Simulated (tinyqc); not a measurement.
Trench capacitor in an array: capacitance, non-linearity, leakage and relaxation: one step of the calculation.

A film between two metal electrodes, each interface adding a series capacitance ci. The small-signal permittivity is ek (1 + aq E^2); the field is found with the linear permittivity. Leakage J = J0 sinh(E/Ef). After a voltage step the film passes a relaxation current kr C V tt^(-nr), tt being the time in seconds. The sidewall is a coaxial capacitor with radii a = dm/2 - t and b = dm/2, depth AR dm; the end face is left out.

Task. Planar capacitance, field and non-linearity. Planar film: Cf = eps0 ek/t, 1/C = 1/Cf + 2/ci, EOT = 3.9 eps0/C, effective permittivity C t/eps0, E = (V/t) C/Cf; quadratic coefficient [C(V)/C - 1]/V^2 with Cf (1 + aq E^2) in C(V).

Parameters, values chosen for the exercise; permittivity of the order of that of strontium titanate:
```
symbol,value,unit,meaning
ek,152,,relative permittivity of the film
t,14,nm,film thickness
ci,1000,uF/cm^2,capacitance of each electrode interface (dead layer and screening)
aq,-0.065,cm^2/MV^2,quadratic field coefficient of the permittivity
V,0.5,V,bias
J0,7.1e-11,A/cm^2,leakage prefactor
Ef,0.24,MV/cm,field for an e-fold rise of the leakage
```

Constants: eps0 = 8.8541878128e-14 F/cm where lengths are in cm. Results are converted to the units shown.

Wanted: Cf; C; EOT; effective permittivity; E; quadratic coefficient; J.

Result.

Cf = 9.613 uF/cm^2
C = 9.432 uF/cm^2
EOT = 0.3661 nm
effective permittivity = 149.1
E = 0.3504 MV/cm
quadratic coefficient = -3.133e4 ppm/V^2
J = 1.446e-10 A/cm^2

The interfaces take 1.89 % of the voltage.

Program tinyqc, `OMP_NUM_THREADS=1 python tinyqc.py 2102035 2102036 out.jsonl`; Intel Xeon 2.30GHz, shared host, one thread, about 0.01 s.
